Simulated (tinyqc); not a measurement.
Averaged masses of warped heavy- and light-hole bands: one step. Other forms of the parameters. Three cases, with inputs chosen for the exercise.

Task: Dresselhaus-Kip-Kittel form E = c [A k^2 -/+ sqrt(B^2 k^4 + C^2 (kx^2 ky^2 + ky^2 kz^2 + kz^2 kx^2))] with A = g1, B = 2 g2, C^2 = 12 (g3^2 - g2^2). Spherical form: mu = (6 g3 + 4 g2)/(5 g1), delta = (g3 - g2)/g1, masses 1/(g1 (1 -/+ mu)). Effective rydberg R* = Ry/(g1 eps^2) and radius a* = a0 g1 eps.

Constants: Ry = 13.60569312 eV; a0 (Bohr radius) = 0.5291772105 angstrom.

Case 1.

Values chosen (near those of Si; not measured data): g1 = 4.28 (Luttinger gamma1); g2 = 0.34 (gamma2); g3 = 1.45 (gamma3); eps = 11.76 (dielectric constant).

Case 2.

Values chosen (near those of Ge; not measured data): g1 = 13.37 (Luttinger gamma1); g2 = 4.25 (gamma2); g3 = 5.69 (gamma3); eps = 16.15 (dielectric constant).

Case 3.

Values chosen (near those of Si; not measured data): g1 = 4.31 (Luttinger gamma1); g2 = 0.34 (gamma2); g3 = 1.44 (gamma3); eps = 11.5 (dielectric constant).

Give: A, B, |C|; mu, delta; spherical masses, heavy and light; R*; a*.

Result:

Case 1.

A, B, |C|: 4.280  0.680  4.883

mu, delta: 0.4701  0.2593

spherical masses, heavy and light (m0): 0.4409  0.1589

R* = 22.99 meV
a* = 26.6 angstrom

delta/mu = 0.55 measures the warping against the spherical splitting.

Case 2.

A, B, |C|: 13.370  8.500  13.106

mu, delta: 0.7650  0.1077

spherical masses, heavy and light (m0): 0.3183  0.0424

R* = 3.90 meV
a* = 114.3 angstrom

delta/mu = 0.14 measures the warping against the spherical splitting.

Case 3.

A, B, |C|: 4.310  0.680  4.847

mu, delta: 0.4640  0.2552

spherical masses, heavy and light (m0): 0.4329  0.1585

R* = 23.87 meV
a* = 26.2 angstrom

delta/mu = 0.55 measures the warping against the spherical splitting.

Computed by tinyqc, one run a case: `OMP_NUM_THREADS=1 python tinyqc.py N N+1 out.jsonl` with N = 1080287, 1080406, 1080476; one thread of a shared Intel(R) Xeon(R) Processor @ 2.30GHz, about 0.03 s a run at most.
